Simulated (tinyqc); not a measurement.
# Carrier lifetime of an n-type layer with SRH, radiative, Auger and surface recombination: two studies

Uniform excess density dn = dp (no trapping), n = n0 + dn, p = p0 + dn, Boltzmann statistics, full ionisation. Surfaces enter as a rate 2 S dn/d, which holds while diffusion to them is fast.

Values chosen for this exercise; band and dielectric values close to those of 4H silicon carbide:
- T = 300 K (temperature)
- Eg = 3.25 eV (band gap)
- Nc = 1.72e19 cm^-3 (conduction-band density of states at T)
- Nv = 2.46e19 cm^-3 (valence-band density of states at T)
- B = 1.52e-12 cm^3/s (radiative coefficient)
- N = 1.5e15 cm^-3 (donor density)
- Cn = 2.9e-31 cm^6/s (Auger coefficient (two electrons))
- Cp = 1.7e-31 cm^6/s (Auger coefficient (two holes))
- Nt = 5.2e10 cm^-3 (trap density)
- sn = 8e-15 cm^2 (capture cross-section for electrons)
- sp = 6e-14 cm^2 (capture cross-section for holes)
- vth = 2.3e7 cm/s (thermal velocity (both carriers))
- Et = 1.33 eV (trap level below the conduction band)
- S = 8 cm/s (surface recombination velocity (both faces))
- d = 100 um (sample thickness)

Constants: q = 1.602176634e-19 C, kB = 1.380649e-23 J/K, Vt = kB T/q. Results are converted to the units shown.

Each table varies one quantity; the others keep the values above.

## Lifetime against injection

ni = sqrt(Nc Nv) exp(-Eg/(2 Vt)), Eg in volts; majority density N/2 + sqrt(N^2/4 + ni^2), n0 p0 = ni^2; n1 = Nc exp(-Et/Vt), p1 = Nv exp((Et - Eg)/Vt); tn0 = 1/(sn vth Nt), tp0 = 1/(sp vth Nt). With e = n p - ni^2 = dn (n0 + p0 + dn): U_SRH = e/(tp0 (n + n1) + tn0 (p + p1)), U_rad = B e, U_Aug = (Cn n + Cp p) e, U_s = 2 S dn/d. Each tau is dn over its rate; tau = dn/U with U the sum.

The same in every row: tau_s (s) = 6.2500e-4.

Result of one run:

| dn (cm^-3) | tau_SRH (s) | tau_rad (s) | tau_Aug (s) | tau (s) | radiative share (%) | largest path |
|---|---|---|---|---|---|---|
| 1e19 | 1.1843e-4 | 6.5780e-8 | 2.1734e-8 | 1.6334e-8 | 24.831 | Auger |

What becomes of these results when the excess density dn is changed from 1e19 to 1e12 cm^-3, all else the same?

Result of the changed run:

| dn (cm^-3) | tau_SRH (s) | tau_rad (s) | tau_Aug (s) | tau (s) | radiative share (%) | largest path |
|---|---|---|---|---|---|---|
| 1e12 | 1.4005e-5 | 4.3830e-4 | 1.5299 | 1.3283e-5 | 3.0305 | SRH |

The whole series:

| dn (cm^-3) | tau_SRH (s) | tau_rad (s) | tau_Aug (s) | tau (s) | radiative share (%) | largest path |
|---|---|---|---|---|---|---|
| 1e11 | 1.3942e-5 | 4.3857e-4 | 1.5323 | 1.3227e-5 | 3.0159 | SRH |
| 1e12 | 1.4005e-5 | 4.3830e-4 | 1.5299 | 1.3283e-5 | 3.0305 | SRH |
| 1e13 | 1.4627e-5 | 4.3569e-4 | 1.5065 | 1.3839e-5 | 3.1763 | SRH |
| 1e14 | 2.0468e-5 | 4.1118e-4 | 1.2994 | 1.8907e-5 | 4.5982 | SRH |
| 1e15 | 5.5741e-5 | 2.6316e-4 | 0.44693 | 4.2841e-5 | 16.280 | SRH |
| 1e16 | 1.0482e-4 | 5.7208e-5 | 0.017270 | 3.4870e-5 | 60.952 | radiative |
| 1e17 | 1.1691e-4 | 6.4817e-6 | 2.1217e-4 | 5.9120e-6 | 91.211 | radiative |
| 1e18 | 1.1829e-4 | 6.5691e-7 | 2.1686e-6 | 5.0164e-7 | 76.364 | radiative |
| 1e19 | 1.1843e-4 | 6.5780e-8 | 2.1734e-8 | 1.6334e-8 | 24.831 | Auger |

SRH recombination leads at dn = 1e11, radiative from 1e16, Auger from 1e19 on. The total lifetime goes from 1.32e-5 through a maximum of 4.28e-5 (at dn = 1e15 among the rows listed) to 1.63e-8 s. tau_SRH goes from 1.39e-5 s (low-injection limit 1.39e-5 s) to 1.18e-4 s (high-injection limit tn0 + tp0 = 1.18e-4 s). Between the last two rows tau_rad goes as dn^(-1.00) and tau_Aug as dn^(-2.00); the radiative share goes from 3.02 through a maximum of 91.2 (at dn = 1e17 among the rows listed) to 24.8 %. For dn = 1e19 the carriers are degenerate, where B and the Auger coefficients no longer stay constant.

## Effect of the trap level below the conduction band at dn = 2e14 cm^-3

Same model as above.

Here dn = 2e14 cm^-3.

The same in every row: tau_rad (s) = 3.870e-4; tau_Aug (s) = 1.116; tau_s (s) = 6.250e-4.

Results:

| Et (eV) | tau_SRH (s) | tau (s) | radiative share (%) | largest path |
|---|---|---|---|---|
| 0.06 | 0.01387 | 2.349e-4 | 60.70 | radiative |
| 0.45 | 2.624e-5 | 2.364e-5 | 6.108 | SRH |
| 1.23 | 2.623e-5 | 2.364e-5 | 6.108 | SRH |
| 1.62 | 2.623e-5 | 2.364e-5 | 6.108 | SRH |
| 2.02 | 2.623e-5 | 2.364e-5 | 6.108 | SRH |
| 2.41 | 2.623e-5 | 2.364e-5 | 6.108 | SRH |
| 2.8 | 2.627e-5 | 2.367e-5 | 6.116 | SRH |
| 3.19 | 0.1485 | 2.386e-4 | 61.65 | radiative |

Estimate the missing row, Et = 0.84 eV.

Computed row:

| Et (eV) | tau_SRH (s) | tau (s) | radiative share (%) | largest path |
|---|---|---|---|---|
| 0.84 | 2.623e-5 | 2.364e-5 | 6.108 | SRH |

With this row back in the table: Radiative recombination leads at Et = 0.06, SRH from 0.45, radiative from 3.19 on. tau_SRH goes from 0.0139 through a minimum of 2.62e-5 (at Et = 0.84 to 2.41 among the rows listed) to 0.149 s and the total lifetime goes from 2.35e-4 through a minimum of 2.36e-5 (at Et = 0.84 to 2.41 among the rows listed) to 2.39e-4 s. tau_SRH is within a factor 1.5 of its lowest value for Et from 0.45 to 2.8 eV; nearer a band edge n1 or p1 outgrows the carrier densities and the trap re-emits what it captured.

tinyqc, about 0.01 s, one thread, Intel Xeon 2.30GHz (shared host): `OMP_NUM_THREADS=1 python tinyqc.py 2300143 2300144 out.jsonl`
